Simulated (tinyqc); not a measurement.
Which substrate gives the strongest standing wave: standing waves and exposure in a photoresist film.

Parameters, chosen for this exercise:
- lam = 193 nm (vacuum wavelength)
- n1 = 1.698 (resist index)
- A = 0.06 1/micrometre (bleachable absorption (Dill A))
- B = 0.94 1/micrometre (fixed absorption (Dill B))

r12 = (N1 - Ns)/(N1 + Ns) with N1 = n1 + i (A + B) lam/(4 pi), lam in micrometres, and Ns = ns + i ks chosen for the exercise, each substrate thick; contrast 2|r|/(1 + |r|^2); the intensity at the interface relative to the forward wave is |1 + r12|^2.

Results:

| case | ns | ks | \|r12\|^2 | contrast | phase (degrees) | \|1 + r12\|^2 |
|---|---|---|---|---|---|---|
| near Cu | 0.986 | 1.428 | 0.2695 | 0.818 | -91.5 | 1.242 |
| near Si3N4 | 2.653 | 0.256 | 0.0510 | 0.430 | -169.4 | 0.607 |
| near Al | 0.112 | 2.194 | 0.8902 | 0.998 | -104.6 | 1.414 |
| near Si | 0.880 | 2.854 | 0.5865 | 0.965 | -122.0 | 0.775 |
| near W | 1.280 | 2.930 | 0.4942 | 0.941 | -126.5 | 0.657 |

The strongest reflector is the case near Al (0.890) and the weakest near Si3N4 (0.0510). The intensity at the interface depends on the phase too: it is lowest for the case near Si3N4 (0.607, phase -169 degrees) and highest for near Al (1.414); a strong reflector with a phase of 180 degrees would put a node there.

Program tinyqc; command `OMP_NUM_THREADS=1 python tinyqc.py 1680839 1680840 out.jsonl`; about 0.01 s on one thread of a shared Intel(R) Xeon(R) Processor @ 2.30GHz.
